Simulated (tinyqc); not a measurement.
Donor near an oxide interface in a gate field (two-state model), step by step. Values are carried at full precision from step to step, so a last printed digit may differ when a step is redone from the rounded ones.

Interface at z = 0 (hard wall), donor at z = d, field F pulling electrons to the interface: potential e F z; 1 kV/cm = 1e-5 eV/angstrom, c = hbar^2/2m0, q = e^2/(4 pi eps0), Q = (eps - eo)/(eps + eo). Donor state: E_D = e F d - ED - q Q/(4 eps d), the last term joining the images of ion and electron. Interface state: z exp(-b z/2) exp(-rho^2/(2 L^2)) with E_z = c b^2/(4 mz) + 3 e F/b + q Q b/(8 eps), minimised over b; in the plane at z = 3/b the ion (distance D = d - 3/b) and its image (D' = d + 3/b) give E_rho = c/(mt L^2) - (q/eps)(sqrt(pi)/L)[erfcx(D/L) + Q erfcx(D'/L)], erfcx(x) = exp(x^2) erfc(x), minimised over L. E_I = E_z + E_rho.

Constants: hbar^2/2m0 = 3.80998211 eV angstrom^2; e^2/(4 pi eps0) = 14.39964547 eV angstrom.

Values chosen for the exercise (near those of a donor in Si below SiO2, static dielectric constants; not measured data):
```
symbol  value  unit      meaning
d       90     angstrom  depth of the donor
ED      41.9   meV       bulk binding energy
mz      0.91   m0        mass across the interface
mt      0.194  m0        mass in the plane
eps     11.6             dielectric constant of the semiconductor
eo      3.9              dielectric constant of the oxide
F       74.2   kV/cm     field in the semiconductor
aD      20.6   angstrom  donor radius
v       0.47             valley factor
```

## The interface state across the interface

Solve c b/(2 mz) - 3 e F/b^2 + q Q/(8 eps) = 0; give Q, b, the three terms of E_z and <z> = 3/b.

Q = 0.4968
b = 0.09115 1/angstrom

kinetic, field and image terms (meV): 8.70  24.42  7.03

<z> = 32.9 angstrom

The image pushes the electron away from the oxide; without it <z> would be 29.4 angstrom.

## Binding in the plane

Give D, D', the best L, both terms and E_rho.

D, D' (angstrom): 57.1  122.9

L = 72.5 angstrom

kinetic and Coulomb terms (meV): 3.74  -19.39

E_rho = -15.65 meV

The bottom of the well lies at -26.8 meV, so the level is 42 % of the way up; L/D = 1.27. Above the critical field the ionised donor would thus still hold its electron as a dot at the interface.

## Where the electron sits

The two states couple by t = t0 exp(-D/aD) with t0 = q/(eps aD) (2 aD/L) sqrt(aD b/2) v, v a valley factor; this form is an estimate. With detuning u = E_D - E_I the splitting is sqrt(u^2 + 4 t^2) and the lower state has weight (1 - u/sqrt(u^2 + 4 t^2))/2 on the donor.

Give E_D, E_I, t, the splitting and the donor weight.

E_D, E_I (meV): 23.17  24.50

t = 0.976 meV
splitting = 2.36 meV
donor weight = 0.781

The electron is shared; the contact hyperfine coupling scales with the donor weight. With this t, the tunnelling time pi hbar/(2t) at a crossing would be 1.06 ps (hbar = 6.58212e-16 eV s); here the detuning is 1.36 t.

## Critical field

Find F at which E_D = E_I; compare the rule e F d = ED. The crossing width is 4t/(e D), with t and D formed anew at that field.

critical field = 76.6 kV/cm
ED/(e d) = 46.6 kV/cm
width = 6.7 kV/cm

The confinement energy E_z = 40.9 meV raises the field needed and the attraction E_rho = -15.6 meV lowers it; the result is 1.65 times the simple rule.

## Checks

- E_z without images against 1.5 x 6^(2/3)/2 (c (e F)^2/mz)^(1/3), meV: both 32.71.
- E_rho from the radial equation in the full Coulomb well against the Gaussian trial function, meV: -15.8 against -15.6.

Run: tinyqc, `OMP_NUM_THREADS=1 python tinyqc.py 1250216 1250217 out.jsonl`; Intel(R) Xeon(R) Processor @ 2.30GHz, one thread, shared host; about 0.08 s of CPU time with all checks.
